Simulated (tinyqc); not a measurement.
Electron density from the centroid.

Question. In the Fang-Howard model the centroid is 3/b with b^3 = 6 (mz1/C) q (Nd + 11 Ns/32)/(eps0 eps_r), C = hbar^2/(2 m0), the field in eV/nm. Find b and Ns.

Values chosen for this exercise; masses and permittivity close to those of silicon (110): relative permittivity eps_r = 11.8; mass along z of valley set A (4 valley(s)) mz1 = 0.32 m0; sheet density of depletion charge Nd = 1e12 cm^-2.

Constants: q = 1.602176634e-19 C, hbar = 1.054571817e-34 J s, m0 = 9.1093837015e-31 kg, eps0 = 8.8541878128e-14 F/cm where lengths are in cm, hbar^2/(2 m0) = 0.0380998212 eV nm^2. Results are converted to the units shown.

centroid = 1.9405349 nm

Answer. b = 3/centroid gives Nd + 11 Ns/32, from which the depletion charge is taken off.

b = 1.55 1/nm
Ns = 1.10e13 cm^-2

tinyqc, about 0.9 s, one thread, Intel Xeon 2.30GHz (shared host): `OMP_NUM_THREADS=1 python tinyqc.py 2160096 2160097 out.jsonl`
